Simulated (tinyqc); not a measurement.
# Carrier lifetime of an n-type layer with SRH, radiative, Auger and surface recombination: effects of single changes

Uniform excess density dn = dp (no trapping), n = n0 + dn, p = p0 + dn, Boltzmann statistics, full ionisation. Surfaces enter as a rate 2 S dn/d, which holds while diffusion to them is fast.

Values chosen for this exercise; band and dielectric values close to those of 4H silicon carbide:
```
symbol,value,unit,meaning
T,300,K,temperature
Eg,3.3,eV,band gap
Nc,1.73e19,cm^-3,conduction-band density of states at T
Nv,2.49e19,cm^-3,valence-band density of states at T
B,1.53e-12,cm^3/s,radiative coefficient
N,1.3e14,cm^-3,donor density
Cn,2.4e-31,cm^6/s,Auger coefficient (two electrons)
Cp,2e-31,cm^6/s,Auger coefficient (two holes)
Nt,1.5e10,cm^-3,trap density
sn,5e-14,cm^2,capture cross-section for electrons
sp,4e-14,cm^2,capture cross-section for holes
vth,1.9e7,cm/s,thermal velocity (both carriers)
Et,0.73,eV,trap level below the conduction band
S,200,cm/s,surface recombination velocity (both faces)
d,10,um,sample thickness
```

Constants: q = 1.602176634e-19 C, kB = 1.380649e-23 J/K, Vt = kB T/q. Results are converted to the units shown.

Each table varies one quantity; the others keep the values above.

## Lifetime against injection

ni = sqrt(Nc Nv) exp(-Eg/(2 Vt)), Eg in volts; majority density N/2 + sqrt(N^2/4 + ni^2), n0 p0 = ni^2; n1 = Nc exp(-Et/Vt), p1 = Nv exp((Et - Eg)/Vt); tn0 = 1/(sn vth Nt), tp0 = 1/(sp vth Nt). With e = n p - ni^2 = dn (n0 + p0 + dn): U_SRH = e/(tp0 (n + n1) + tn0 (p + p1)), U_rad = B e, U_Aug = (Cn n + Cp p) e, U_s = 2 S dn/d. Each tau is dn over its rate; tau = dn/U with U the sum.

The same in every row: tau_s (s) = 2.500e-6.

Result of one run:

| dn (cm^-3) | tau_SRH (s) | tau_rad (s) | tau_Aug (s) | tau (s) | radiative share (%) | largest path |
|---|---|---|---|---|---|---|
| 1e12 | 8.825e-5 | 0.004989 | 241.3 | 2.430e-6 | 0.04870 | surface |

What becomes of these results when the excess density dn is changed from 1e12 to 1e13 cm^-3, all else the same?

Result of the changed run:

| dn (cm^-3) | tau_SRH (s) | tau_rad (s) | tau_Aug (s) | tau (s) | radiative share (%) | largest path |
|---|---|---|---|---|---|---|
| 1e13 | 9.273e-5 | 0.004669 | 200.6 | 2.433e-6 | 0.05212 | surface |

The whole series:

| dn (cm^-3) | tau_SRH (s) | tau_rad (s) | tau_Aug (s) | tau (s) | radiative share (%) | largest path |
|---|---|---|---|---|---|---|
| 1e11 | 8.777e-5 | 0.005024 | 246.0 | 2.430e-6 | 0.04836 | surface |
| 1e12 | 8.825e-5 | 0.004989 | 241.3 | 2.430e-6 | 0.04870 | surface |
| 1e13 | 9.273e-5 | 0.004669 | 200.6 | 2.433e-6 | 0.05212 | surface |
| 1e14 | 1.182e-4 | 0.002842 | 57.82 | 2.446e-6 | 0.08608 | surface |
| 1e15 | 1.498e-4 | 5.784e-4 | 1.878 | 2.449e-6 | 0.4233 | surface |
| 1e16 | 1.570e-4 | 6.452e-5 | 0.02228 | 2.370e-6 | 3.673 | surface |
| 1e17 | 1.578e-4 | 6.527e-6 | 2.268e-4 | 1.773e-6 | 27.17 | surface |
| 1e18 | 1.579e-4 | 6.535e-7 | 2.272e-6 | 4.208e-7 | 64.39 | radiative |
| 1e19 | 1.579e-4 | 6.536e-8 | 2.273e-8 | 1.675e-8 | 25.63 | Auger |

Surface recombination leads at dn = 1e11, radiative from 1e18, Auger from 1e19 on. The total lifetime goes from 2.43e-6 through a maximum of 2.45e-6 (at dn = 1e15 among the rows listed) to 1.67e-8 s. tau_SRH goes from 8.78e-5 s (low-injection limit 8.77e-5 s) to 1.58e-4 s (high-injection limit tn0 + tp0 = 1.58e-4 s). Between the last two rows tau_rad goes as dn^(-1.00) and tau_Aug as dn^(-2.00); the radiative share goes from 0.0484 through a maximum of 64.4 (at dn = 1e18 among the rows listed) to 25.6 %. For dn = 1e19 the carriers are degenerate, where B and the Auger coefficients no longer stay constant.

## Effect of the trap level below the conduction band at dn = 2e17 cm^-3

Same model as above.

Here dn = 2e17 cm^-3.

The same in every row: tau_rad (s) = 3.2659e-6; tau_Aug (s) = 5.6761e-5; tau_s (s) = 2.5000e-6.

Effect of the trap level below the conduction band at dn = 2e17 cm^-3:

| Et (eV) | tau_SRH (s) | tau (s) | radiative share (%) | largest path |
|---|---|---|---|---|
| 0.06 | 9.0236e-4 | 1.3795e-6 | 42.239 | surface |
| 0.46 | 1.5785e-4 | 1.3696e-6 | 41.936 | surface |
| 0.85 | 1.5785e-4 | 1.3696e-6 | 41.936 | surface |
| 1.25 | 1.5785e-4 | 1.3696e-6 | 41.936 | surface |
| 1.65 | 1.5785e-4 | 1.3696e-6 | 41.936 | surface |
| 2.05 | 1.5785e-4 | 1.3696e-6 | 41.936 | surface |
| 2.44 | 1.5785e-4 | 1.3696e-6 | 41.936 | surface |
| 2.84 | 1.5785e-4 | 1.3696e-6 | 41.936 | surface |
| 3.24 | 0.0010151 | 1.3797e-6 | 42.246 | surface |

What does the comparison show?

Surface recombination leads at Et = 0.06 and in all other rows. tau_SRH goes from 9.02e-4 through a minimum of 1.58e-4 (at Et = 0.46 to 2.84 among the rows listed) to 0.00102 s and the total lifetime goes from 1.38e-6 through a minimum of 1.37e-6 (at Et = 0.46 to 2.84 among the rows listed) to 1.38e-6 s. tau_SRH is within a factor 1.5 of its lowest value for Et from 0.46 to 2.84 eV; nearer a band edge n1 or p1 outgrows the carrier densities and the trap re-emits what it captured.

Program tinyqc, `OMP_NUM_THREADS=1 python tinyqc.py 2300007 2300008 out.jsonl`; Intel Xeon 2.30GHz, shared host, one thread, about 0.01 s.
